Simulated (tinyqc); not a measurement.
# Octagonal on-chip spiral inductor, lumped pi model: effects of single changes

Outer diameter do = di + 2 n wd + 2 (n - 1) sp, mean da = (do + di)/2, fill p = (do - di)/(do + di), length l = 3.314 n da. L = 2.25 mu0 n^2 da/(1 + 3.55 p), mu0 = 4 pi 1e-7 H/m. Rs = rho l/(wd delta (1 - exp(-th/delta))), delta = sqrt(rho/(pi f mu0)). Cs = n wd^2 eps0 eo/hu across the coil. At each end Cox = l wd eps0 eo/(2 ho) leads to the substrate branch Rsi = 2 rs he/(l wd) in parallel with Csi = l wd eps0 11.7/(2 he). With one end grounded Y = 1/(Rs + i w L) + i w Cs + 1/[1/(i w Cox) + 1/(1/Rsi + i w Csi)], w = 2 pi f; Q = -Im Y/Re Y. Eddy currents in neighbouring turns and in the substrate are left out.

Parameters, values chosen for the exercise; values of the order met in silicon radio-frequency processes:
- n = 5.5 (number of turns)
- wd = 8 um (line width)
- sp = 2 um (space between turns)
- di = 60 um (inner diameter)
- th = 2 um (metal thickness)
- rho = 1.9 uohm cm (metal resistivity)
- ho = 8.1 um (oxide below the coil)
- hu = 0.9 um (oxide between coil and underpass)
- eo = 4.1 (relative permittivity of the oxide)
- rs = 20 ohm cm (substrate resistivity)
- he = 50 um (effective spreading depth in the substrate)
- f = 2.2 GHz (frequency)

Constants: eps0 = 8.8541878128e-12 F/m. Results are converted to the units shown.

Each table varies one quantity; the others keep the values above.

## Quality factor against frequency

Apparent inductance Im(1/Y)/w; share of the loss Re(substrate branch)/Re Y.

Results:
```
f (GHz)  Rs (ohm)  w L/Rs      Q  apparent inductance (nH)  loss in the substrate (%)
0.27        3.071   2.004  2.002                     3.628                   0.007243
0.44        3.259   3.076  3.070                     3.631                    0.04174
0.72        3.513   4.671  4.641                     3.638                     0.2489
1.2         3.867   7.071  6.899                     3.658                      1.469
3.2         4.960   14.70  11.04                     3.811                      20.84
5.2         5.811   20.39  10.18                     4.082                      43.37
8.5         6.991   27.71  6.772                     4.989                      65.68
14          8.628   36.97  1.726                     10.75                      81.53
```

Estimate the missing row, f = 1.9 GHz.

Computed row:
```
f (GHz)  Rs (ohm)  w L/Rs      Q  apparent inductance (nH)  loss in the substrate (%)
1.9         4.296   10.08  9.262                     3.700                      6.055
```

With this row back in the table: Q goes from 2.00 through a maximum of 11.0 (at f = 3.2 GHz among the rows listed) to 1.73; the exact peak is 11.1 at 3.53 GHz and Q reaches zero at the self-resonance, 16.3 GHz. The share of the substrate rises from 0.00724 to 81.5 %, and the apparent inductance ends at 2.96 times L. At the peak the substrate takes 24.9 % of the loss. For f = 14 the coil is longer than 0.15 of a wavelength in the oxide, where one lumped section is rough.

## Effect of the substrate resistivity

Same model as above.

Peak Q and its frequency from a search over f; self-resonance where Im Y = 0; Q at the given f (negative beyond resonance).

The same in every row: L (nH) = 3.627; do (um) = 166.0.

Effect of the substrate resistivity:
```
rs (ohm cm)  peak Q  f of the peak (GHz)  self-resonance (GHz)  Q at f
0.1           16.03                5.442                 11.69   10.83
1             14.07                4.317                 11.85   10.74
3             12.48                3.590                 13.01   10.56
10            11.00                3.121                 15.77   10.12
30            11.88                4.186                 16.35   10.02
100           15.67                6.067                 16.42   10.58
1000          19.66                7.658                 16.43   10.99
10000         20.30                7.896                 16.43   11.03
```

As rs goes from 0.1 to 10000, L stays at 3.63 nH, the peak Q goes from 16.0 through a minimum of 11.0 (at rs = 10 among the rows listed) to 20.3, its frequency goes from 5.44 through a minimum of 3.12 (at rs = 10 among the rows listed) to 7.90 GHz and the self-resonance rises from 11.7 to 16.4 GHz. In this model both a very low and a very high resistivity dissipate little: the first shorts the branch to a pure Cox, the second blocks the current. For rs = 0.1, 1 eddy currents in the substrate, left out, would lower Q markedly.

tinyqc, about 0.02 s, one thread, Intel Xeon 2.30GHz (shared host): `OMP_NUM_THREADS=1 python tinyqc.py 2302105 2302106 out.jsonl`
